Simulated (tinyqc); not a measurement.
Off-state leakage of single and stacked transistors: one step of the calculation.

n-channel devices of unit width. Subthreshold current I(Vg, Vs, Vd) = I0 (T/300 K)^0.5 exp[(Vg - Vs - VT(T) - gb (Vs - Vb) + dd (Vd - Vs))/(nf Vt)] (1 - exp(-(Vd - Vs)/Vt)), VT(T) = VT - cT (T - 300 K). Gate-edge tunnelling Ig (Vd/1 V) exp(ag (Vd - 1 V)), for a gate at 0 V, and band-to-band leakage Ab u exp(-Bb/u), u = Vd - Vb + 1 V, flow at a drain held at V; both are taken as independent of T. In a stack of off transistors (all gates at 0 V) the same subthreshold current passes through each.

Question. Leakage of one transistor. Vg = Vs = 0, Vd = V; effective threshold VT(T) - gb Vb - dd V.

Inputs (values chosen for the exercise); values of the order met in bulk silicon logic transistors:
- T = 358 K (temperature)
- V = 0.7 V (supply voltage)
- VT = 0.33 V (threshold at 300 K, zero drain and body bias)
- cT = 0.6 mV/K (fall of the threshold with temperature)
- I0 = 0.84 uA/um (current at threshold at 300 K)
- nf = 1.37 (slope factor)
- dd = 0.07 (drain-induced lowering per volt)
- gb = 0.08 (rise of the threshold per volt of source-body bias)
- Ig = 5e-6 uA/um (gate-edge tunnelling current at 1 V)
- ag = 3.3 1/V (exponential slope of the gate current)
- Ab = 10 uA/(um V) (prefactor of band-to-band leakage at the drain)
- Bb = 25 V (its exponential voltage)
- Vb = -0.6 V (body voltage)

Constants: q = 1.602176634e-19 C, kB = 1.380649e-23 J/K, Vt = kB T/q. Results are converted to the units shown.

Find: effective threshold; parts; total; shares.

Answer.

effective threshold = 0.2942 V
parts (nA/um): subthreshold 0.8701, gate edge 0.001301, band-to-band 0.4377
total = 1.309 nA/um
shares (%): subthreshold 66.47, gate edge 0.09935, band-to-band 33.43

The subthreshold part is the largest.

Program tinyqc, `OMP_NUM_THREADS=1 python tinyqc.py 2242065 2242066 out.jsonl`; Intel Xeon 2.30GHz, shared host, one thread, about 0.04 s.
